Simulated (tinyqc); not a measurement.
Inside a calculation. Model: floating body of a partially depleted SOI transistor: body voltage and kink.

Program tinyqc, `OMP_NUM_THREADS=1 python tinyqc.py 2182122 2182123 out.jsonl`; Intel Xeon 2.30GHz, shared host, one thread, about 0.2 s. Printed values are rounded.

Source at 0 V. Channel current Ic = 2 nf K Vt^2 [F(0) - F(Vd)](1 + la Vd), F(V) = ln^2(1 + exp((Vg - VT - nf V)/(2 nf Vt))), VT = VT0 - gb Vb. Saturation voltage Vs = 2 Vt sqrt(F(0)) + 3 Vt, excess Ve = (Vd - Vs + sqrt((Vd - Vs)^2 + 0.0004 V^2))/2, multiplication M1 = Ai Ve exp(-Bl/Ve). Each junction passes D(v) = J1 (exp(v/Vt) - 1) + J2 (exp(v/(2 Vt)) - 1). Bipolar current Ib = bb J1 (exp(Vb/Vt) - 1). The body settles where M1 (Ic + Ib) = D(Vb) + D(Vb - Vd) + Vb/Rb; drain current Id = (1 + M1)(Ic + Ib) - D(Vb - Vd).

Inputs (values chosen for the exercise); values of the order met in partially depleted silicon-on-insulator transistors: temperature T = 330 K; threshold at zero body voltage VT0 = 0.36 V; fall of the threshold per volt of body voltage gb = 0.21; slope factor nf = 1.49; gain factor per width K = 140 uA/(V^2 um); channel-length modulation factor la = 0.02 1/V; impact-ionisation prefactor Ai = 1.76 1/V; impact-ionisation voltage Bl = 7.5 V; diffusion saturation current of each junction J1 = 1.1e-11 uA/um; recombination saturation current of each junction J2 = 1.2e-8 uA/um; gain of the lateral bipolar transistor on the diffusion current bb = 0.5; resistance of a weak body tie to the source (1e9 stands for no tie, and the term is then dropped) Rb = 4000 kohm um; gate voltage Vg = 0.91 V; drain voltage Vd = 1.4 V.

Constants: q = 1.602176634e-19 C, kB = 1.380649e-23 J/K, Vt = kB T/q. Results are converted to the units shown.

Range of the model: The multiplication law is an empirical form chosen for the exercise; self-heating and capacitive coupling to the body are left out, and the linear laws are rough once Vb passes about 0.7 V or M1 about 0.1.

## Starting value

Vb = 0.03 V.

Vb at the start = 0.03 V

## Iteration 1: new Vb

Current into the body I_in = M1 (Ic + Ib) - D(Vb - Vd), current out I_out = D(Vb) + Vb/Rb; f = ln(I_in/I_out), s = df/dVb by central differences over 1e-5 V, Vb(new) = Vb - f/s.

Ic = 14.9523 uA/um
Ve = 0.941359 V
M1 = 5.74320e-4
I_in = 0.00858745 uA/um
I_out = 0.00750001 uA/um
f = 0.135397
s = -33.9201 1/V
Vb after iteration 1 = 0.0339917 V

## Iteration 2: new Vb

As before.

Ic = 14.9974 uA/um
Ve = 0.940797 V
M1 = 5.71254e-4
I_in = 0.00856731 uA/um
I_out = 0.00849792 uA/um
f = 0.00813220
s = -30.0084 1/V
Vb after iteration 2 = 0.0342627 V

## Course of the iteration

Stop when the step is below 1e-10 V, or after 40 iterations.

Course of the iteration:
```
iteration	Vb before the step (V)	step (V)
1	0.03	3.99e-3
2	0.0339917	2.71e-4
3	0.0342627	1.06e-6
4	0.0342637	1.61e-11
```

Converged in 4 iterations.

## Drain current with floating and with grounded body

converged Vb = 0.0342637 V

Id and VT at the converged Vb, Id at Vb = 0, their ratio, and the bipolar share Ib/(Ic + Ib).

VT = 0.352805 V
Id, floating = 15.0090 uA/um
Id, grounded = 14.6249 uA/um
ratio = 1.02626
bipolar share = 8.56653e-11 %

The body rises to 0.0343 V and lowers the threshold by 7.20 mV.
